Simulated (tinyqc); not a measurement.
# Threshold-voltage variability of a planar MOSFET, analytic estimates: effect of the gate width

Three independent sources add in quadrature: random dopants in the depleted layer, metal-gate grains of two orientations, and roughness of the two gate edges acting through the roll-off VT = VT(long) - Vr exp(-L/l). These are first-order estimates: no three-dimensional electrostatics, no percolation.

ni = sqrt(Nc Nv) exp(-Eg/(2 Vt)), Eg in volts; Cox = 3.9 eps0/ti; Wd = sqrt(4 eps0 eps_r Vt ln(Na/ni)/(q Na)); dopants: s1 = (q/Cox) sqrt(Na Wd/(3 L W)). Grains: Ng = L W/G^2 (at least 1), s2 = dW sqrt(p (1 - p)/Ng). Edges, with exponential correlation and u = W/La: the mean gate length has sL^2 = 2 De^2 (2/u)[1 - (1 - exp(-u))/u]; s3 = sL (Vr/l) exp(-L/l). s = sqrt(s1^2 + s2^2 + s3^2). l and Vr are held fixed.

Parameters, values chosen for the exercise; material values close to those of silicon:
- T = 325 K (temperature)
- Eg = 1.13 eV (band gap)
- eps_r = 11.5 (relative permittivity of the semiconductor)
- Nc = 3.19e19 cm^-3 (conduction-band density of states at T)
- Nv = 3.01e19 cm^-3 (valence-band density of states at T)
- Na = 1.4e18 cm^-3 (channel doping)
- ti = 1.8 nm (oxide-equivalent thickness in inversion)
- L = 16 nm (gate length)
- G = 10 nm (metal grain size)
- dW = 0.3 eV (work-function difference of the two grain orientations)
- p = 0.4 (share of the orientation of higher work function)
- De = 1.5 nm (rms roughness of one gate edge)
- La = 30 nm (correlation length of the roughness)
- l = 4.3 nm (decay length of the threshold roll-off)
- Vr = 1.1 V (prefactor of the roll-off)

Constants: q = 1.602176634e-19 C, kB = 1.380649e-23 J/K, Vt = kB T/q, eps0 = 8.8541878128e-14 F/cm where lengths are in cm. Results are converted to the units shown.

Results:
```
W (nm)	s1 (mV)	s2 (mV)	s3 (mV)	s (mV)	s sqrt(L W) (mV um)
13	67.91	101.9	12.25	123.1	1.775
21	53.43	80.18	11.77	97.07	1.779
33	42.62	63.96	11.11	77.66	1.784
54	33.32	50.00	10.14	60.93	1.791
140	20.69	31.05	7.634	38.09	1.803
230	16.14	24.23	6.258	29.78	1.806
380	12.56	18.85	5.010	23.20	1.809
```

Estimate the missing row, W = 88 nm.

Computed row:
```
W (nm)	s1 (mV)	s2 (mV)	s3 (mV)	s (mV)	s sqrt(L W) (mV um)
88	26.10	39.17	8.928	47.91	1.798
```

With this row back in the table: As W goes from 13 to 380 nm, s falls from 123 to 23.2 mV. The grains are the largest source in the first and the last row. The product s sqrt(L W) rises from 1.77 to 1.81 mV um: s1 and s2 go as 1/sqrt(L W), so the change comes from s3 alone. At W = 13 nm the depleted region holds under ten dopants, so their spread is not Gaussian. For W = 13 to 21 nm the gate holds under four grains, so the work function takes a few discrete values. In every row the depletion depth exceeds L, so source and drain share much of the charge and s1 is rough.

Program tinyqc, `OMP_NUM_THREADS=1 python tinyqc.py 2090107 2090108 out.jsonl`; Intel Xeon 2.30GHz, shared host, one thread, about 0.02 s.
